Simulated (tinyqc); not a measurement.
Floating body of a partially depleted SOI transistor: body voltage and kink: two steps of the calculation.

Source at 0 V. Channel current Ic = 2 nf K Vt^2 [F(0) - F(Vd)](1 + la Vd), F(V) = ln^2(1 + exp((Vg - VT - nf V)/(2 nf Vt))), VT = VT0 - gb Vb. Saturation voltage Vs = 2 Vt sqrt(F(0)) + 3 Vt, excess Ve = (Vd - Vs + sqrt((Vd - Vs)^2 + 0.0004 V^2))/2, multiplication M1 = Ai Ve exp(-Bl/Ve). Each junction passes D(v) = J1 (exp(v/Vt) - 1) + J2 (exp(v/(2 Vt)) - 1). Bipolar current Ib = bb J1 (exp(Vb/Vt) - 1). The body settles where M1 (Ic + Ib) = D(Vb) + D(Vb - Vd) + Vb/Rb; drain current Id = (1 + M1)(Ic + Ib) - D(Vb - Vd).

Inputs (values chosen for the exercise); values of the order met in partially depleted silicon-on-insulator transistors: temperature T = 330 K; threshold at zero body voltage VT0 = 0.52 V; fall of the threshold per volt of body voltage gb = 0.3; slope factor nf = 1.38; gain factor per width K = 300 uA/(V^2 um); channel-length modulation factor la = 0.07 1/V; impact-ionisation prefactor Ai = 3.61 1/V; impact-ionisation voltage Bl = 7 V; diffusion saturation current of each junction J1 = 5.1e-12 uA/um; recombination saturation current of each junction J2 = 2.3e-7 uA/um; gain of the lateral bipolar transistor on the diffusion current bb = 3; resistance of a weak body tie to the source (1e9 stands for no tie, and the term is then dropped) Rb = 1e9 kohm um; gate voltage Vg = 0.98 V; drain voltage Vd = 1.6 V.

Constants: q = 1.602176634e-19 C, kB = 1.380649e-23 J/K, Vt = kB T/q. Results are converted to the units shown.

Question 1. New Vb. Current into the body I_in = M1 (Ic + Ib) - D(Vb - Vd), current out I_out = D(Vb) + Vb/Rb; f = ln(I_in/I_out), s = df/dVb by central differences over 1e-5 V, Vb(new) = Vb - f/s.

Vb at the start = 0.61 V

Give: Ic; Ve; M1; I_in; I_out; f; s; Vb after iteration 1.

Answer 1.

Ic = 49.98 uA/um
Ve = 1.049 V
M1 = 0.004783
I_in = 0.2392 uA/um
I_out = 0.02102 uA/um
f = 2.432
s = -27.05 1/V
Vb after iteration 1 = 0.6999 V

Question 2. Drain current with floating and with grounded body. Id and VT at the converged Vb, Id at Vb = 0, their ratio, and the bipolar share Ib/(Ic + Ib).

converged Vb = 0.69133798 V

Find: VT; Id, floating; Id, grounded; ratio; bipolar share.

Answer 2.

VT = 0.31260 V
Id, floating = 54.622 uA/um
Id, grounded = 25.892 uA/um
ratio = 2.1096
bipolar share = 1.0169 %

The body rises to 0.691 V and lowers the threshold by 207 mV.

Range of the model: The multiplication law is an empirical form chosen for the exercise; self-heating and capacitive coupling to the body are left out, and the linear laws are rough once Vb passes about 0.7 V or M1 about 0.1.

Program tinyqc, `OMP_NUM_THREADS=1 python tinyqc.py 2182214 2182215 out.jsonl`; Intel Xeon 2.30GHz, shared host, one thread, about 0.2 s.
